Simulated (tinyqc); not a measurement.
Ellipsometry and reflectance of a transparent film on an absorbing substrate: effect of the index of the transparent film.

Air (index 1), film, substrate with N2 = n2 - i k2; time factor exp(+i w t). q_j = sqrt(N_j^2 - sin^2 th), root with positive real part. Fresnel coefficients r_s = (q_a - q_b)/(q_a + q_b), r_p = (N_b^2 q_a - N_a^2 q_b)/(N_b^2 q_a + N_a^2 q_b). tan(Psi) exp(i Delta) = R_p/R_s, Delta taken from 0 to 360 degrees.

beta = 2 pi d q1/lam, X = exp(-2 i beta), R = (r01 + r12 X)/(1 + r01 r12 X) for p and s. dDelta/dd is the derivative of Delta; period lam/(2 q1).

Values chosen for this exercise; indices close to those of silicon dioxide on silicon: wavelength lam = 546.1 nm; angle of incidence th = 70 degrees; film thickness d = 140 nm; index of the substrate n2 = 4.086; extinction coefficient of the substrate k2 = 0.031.

Effect of the index of the transparent film:
```
n1	Psi (degrees)	Delta (degrees)	|R_p|^2	|R_s|^2	dDelta/dd (degrees/nm)	period (nm)
1.25	49.91	125.1	0.2884	0.2043	1.387	331.2
1.45	59.71	268.4	0.2874	0.09810	0.9456	247.3
1.65	33.14	285.8	0.1931	0.4530	-0.5875	201.3
1.85	20.61	263.6	0.09002	0.6362	-1.629	171.3
2.05	13.06	214.6	0.03770	0.7005	-3.315	149.9
2.25	12.43	155.6	0.03418	0.7039	-3.521	133.6
2.45	14.17	115.3	0.04230	0.6634	-2.939	120.7
2.65	14.39	84.46	0.03874	0.5885	-3.065	110.2
```

What does the comparison show?

Psi moves up and down between 12.4 and 59.7 degrees and |R_p|^2 moves up and down between 0.0342 and 0.288. The slope of Delta is largest in size, 3.52 degrees/nm, at n1 = 2.25 among the rows.

Program tinyqc, `OMP_NUM_THREADS=1 python tinyqc.py 2870104 2870105 out.jsonl`; Intel Xeon 2.30GHz, shared host, one thread, about 0.01 s.
